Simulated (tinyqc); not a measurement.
What moves the results: two-band massive Dirac model of the K valleys. A value that a table varies takes the place of the one given here.

Basis (conduction, valence): H = [[D/2, a t (tau kx - i ky)], [a t (tau kx + i ky), -D/2 + lam tau sz]], valley tau = +/-1, spin sz = +/-1. The gap of a spin and valley is G = D - lam tau sz. Berry curvature Omega = curl of i<u|grad u>; for the conduction band Omega_c = -tau 2 a^2 t^2 G/(G^2 + 4 a^2 t^2 k^2)^(3/2), and Omega_v = -Omega_c.

Constants: hbar^2/2m0 = 3.80998211 eV angstrom^2.

Parameters, chosen for this exercise (near those used for monolayer MoS2; not measured data): a = 3.187 angstrom (lattice constant); D = 1.57 eV (gap parameter); t = 1.15 eV (effective hopping); lam = 0.084 eV (half the valence spin splitting).

## Away from the valley

Flavour tau = +1, sz = +1. Parabolic transition energy G + 2 a^2 t^2 k^2/G; degree of circular polarisation eta = 2 cos(theta)/(1 + cos^2(theta)). The last column is the Berry flux of the conduction band inside |k|, over 2 pi: -(1 - cos(theta))/2, cos(theta) = G/(transition energy).

Along |k|:
```
|k| (1/angstrom)  transition (eV)  parabolic (eV)  Omega_c (angstrom^2)     eta  flux/2 pi
0.000                      1.4860          1.4860               -12.166  1.0000     0.0000
0.025                      1.4973          1.4973               -11.894  1.0000    -0.0038
0.050                      1.5305          1.5312               -11.135  0.9996    -0.0145
0.075                      1.5844          1.5877               -10.037  0.9979    -0.0311
0.100                      1.6570          1.6668                -8.776  0.9941    -0.0516
0.150                      1.8485          1.8928                -6.320  0.9766    -0.0981
0.200                      2.0874          2.2092                -4.389  0.9449    -0.1441
0.300                      2.6540          3.1131                -2.135  0.8525    -0.2200
```

What can be read from the table?

The curvature halves at |k| = 0.155 1/angstrom, where 2 a t k = 0.766 G. At 0.3 the parabola is 459 meV too high, eta has fallen only to 0.853, and the flux has reached -0.220 of the -1/2 that a whole cone holds. The real bands leave this model beyond about 0.1 to 0.2 1/angstrom, where trigonal warping and other bands enter.

## Hole doping of the spin-split valence bands

The Fermi level lies E below the top of the valence band. kF for the upper and lower band of valley +1 from the two-band energy; each flavour holds kF^2/(4 pi) holes per area and both valleys count. Spin polarisation within one valley; Berry flux removed from valley +1, the sum of (1 - cos(theta_F))/2 with cos(theta_F) = G/sqrt(G^2 + 4 a^2 t^2 kF^2), in units of 2 pi.

Holes:
```
E (meV)  kF upper (1/angstrom)  kF lower  p (1e12/cm^2)  spin polarisation in a valley  flux/2 pi
21.0                    0.0485    0.0000           3.75                          1.000     0.0137
42.0                    0.0691    0.0000           7.60                          1.000     0.0268
84.0                    0.0991    0.0000          15.63                          1.000     0.0508
126.0                   0.1230    0.0000          24.07                          1.000     0.0725
159.6                   0.1398    0.0000          31.12                          1.000     0.0884
184.8                   0.1516    0.0457          39.91                          0.833     0.1095
252.0                   0.1806    0.1043          69.19                          0.500     0.1727
336.0                   0.2135    0.1510         108.80                          0.333     0.2401
```

What can be read from the table?

Up to E = 2 lam = 168 meV, a density of 32.9e12/cm^2, only the upper band of this model is emptied and each valley is fully spin-polarised, oppositely in the two. Beyond it the polarisation falls, to 0.33 in the last row. The flux, times e^2/h, is in size the change of the Hall conductivity of one valley; the other valley cancels it in the charge current. Rows with kF above about 0.2 1/angstrom lie beyond the range of the model, and in real layers the valley at Gamma, close below in MoS2 and WS2, can take holes as well.

## What each parameter does

Flavour tau = sz = +1 at k = 0: gap G, mass c G/(a t)^2 with c = hbar^2/2m0, Omega_c, and the B - A splitting 2 lam. Each row changes one parameter from the base and keeps the others.

Results:
```
case                 G (eV)  mass (m0)  Omega_c (angstrom^2)  B - A (eV)
base                 1.4860     0.4215               -12.166      0.1680
a = 3.2507 angstrom  1.4860     0.4051               -12.657      0.1680
D = 1.413 eV         1.3290     0.3770               -15.210      0.1680
t = 1.035 eV         1.4860     0.5204                -9.855      0.1680
lam = 0.126 eV       1.4440     0.4096               -12.884      0.2520
```

What does this show?

The largest shifts from the base row, up to three for each result and ties (the steps differ in size, so this ranks the rows, not the parameters). G (eV): D -0.1570, lam -0.0420; unchanged at the printed digits by a and t. mass (m0): t +0.0989, D -0.0445, a -0.0164. Omega_c (angstrom^2): D -3.044, t +2.312, lam -0.718. B - A (eV): lam +0.0840; unchanged at the printed digits by a, D and t. The mass goes as G/(a t)^2 and the curvature as (a t)^2/G^2, so their product is -2c/G.

Computed by tinyqc, a small Python program: `OMP_NUM_THREADS=1 python tinyqc.py 1480176 1480177 out.jsonl` (the numbers bound the seed that draws the inputs); one thread of a shared host (Intel(R) Xeon(R) Processor @ 2.30GHz), about 0.01 s for the whole set of steps.
